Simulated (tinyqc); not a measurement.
Alloy A(1-x)B(x) by interpolation with bowing, step by step. Values are carried at full precision from step to step, so a last printed digit may differ when a step is redone from the rounded ones.

Each gap follows E(x) = (1 - x) E_A + x E_B - C x (1 - x); the lattice constant follows Vegard, a(x) = (1 - x) a_A + x a_B.

Constants: hc = 1239.841984 eV nm; kB = 8.617333262e-05 eV/K.

Parameters, chosen for this exercise (A near Ge, B near Si; not measured data): a = (5.66, 5.432) angstrom (lattice constant of A, B); x = 0.17 (fraction of B); Eg = (0.9, 4.153) eV (gap at Gamma to the s-like level of A, B); EgX = (0.931, 1.178) eV (gap to the lowest valley along Gamma-X of A, B); EgL = (0.752, 2.116) eV (gap to L of A, B); C = (0.261, 0.255, 0) eV (bowing of the Gamma, X and L gaps); Dso = (0.29, 0.044) eV (spin-orbit splitting of A, B); Ep = (26.4, 21.8) eV (Kane energy of A, B); me = (0.0385, 0.1973) m0 (electron mass at Gamma of A, B); Cs = 0 eV (bowing of Dso); md = (0.0612, 0.76, 0.56) m0 (density-of-states masses of Gamma, all X and all L valleys); T = 400 K (temperature).

## Gaps and lattice constant at x

Also give the wavelength hc/E of the lowest gap.

a(x) = 5.6212 angstrom

linear parts (eV): Gamma 1.4530, X 0.9730, L 0.9839

bowing terms C x (1 - x) (eV): Gamma 0.0368, X 0.0360, L 0.0000

gaps (eV): Gamma 1.4162, X 0.9370, L 0.9839

wavelength of the lowest gap = 1323.2 nm

The lowest valley is X, so the gap is indirect; the next, L, lies 47 meV higher.

## Where the valleys cross

The difference of two gaps is a quadratic q2 x^2 + q1 x + q0 with q2 = C_i - C_j, q1 = (E_B - E_A - C)_i - (E_B - E_A - C)_j, q0 = E_A,i - E_A,j; give its roots between 0 and 1 (a dash: none).

Crossings:
```
pair        q2      q1      q0  first root  second root
Gamma-X  0.006   3.000  -0.031      0.0103            -
Gamma-L  0.261   1.628   0.148           -            -
X-L      0.255  -1.372   0.179      0.1338            -
```

The lowest valley changes at x = 0.134 (L to X, gap 0.934 eV). The other crossings lie above the lowest valley.

## Electron mass of the alloy

Mass at Gamma from the Kane formula 1/m = F + Ep (Eg + 2 Dso/3)/(Eg (Eg + Dso)). F is fixed by the masses of A and B and interpolated linearly, as is Ep; Eg and Dso carry their bowing.

Compare with the linear interpolation of the masses.

F of A, B: -0.9765  -0.1625

Ep, Eg, Dso at x (eV): 25.6180  1.4162  0.2482

m(x) from the Kane formula = 0.0612 m0
m(x) linear = 0.0655 m0

The Kane value lies 6.6 % below the linear one. The Gamma valley is not the lowest at this x.

## Shares of the electrons in the valleys

Non-degenerate: n_i proportional to md_i^(3/2) exp(-E_i/kT).

md^(3/2): Gamma 0.0151, X 0.6626, L 0.4191

(E - E_min)/kT: Gamma 13.90, X 0.00, L 1.36

shares: Gamma 0.000, X 0.860, L 0.140

X holds most electrons (86.0 %).

## Checks

- The Gamma and X gaps at their crossing x = 0.0103 (eV): both 0.9309.
- The X and L gaps at their crossing x = 0.1338 (eV): both 0.9345.

tinyqc: `OMP_NUM_THREADS=1 python tinyqc.py 1050759 1050760 out.jsonl`; about 0.01 s, one thread, shared Intel(R) Xeon(R) Processor @ 2.30GHz.
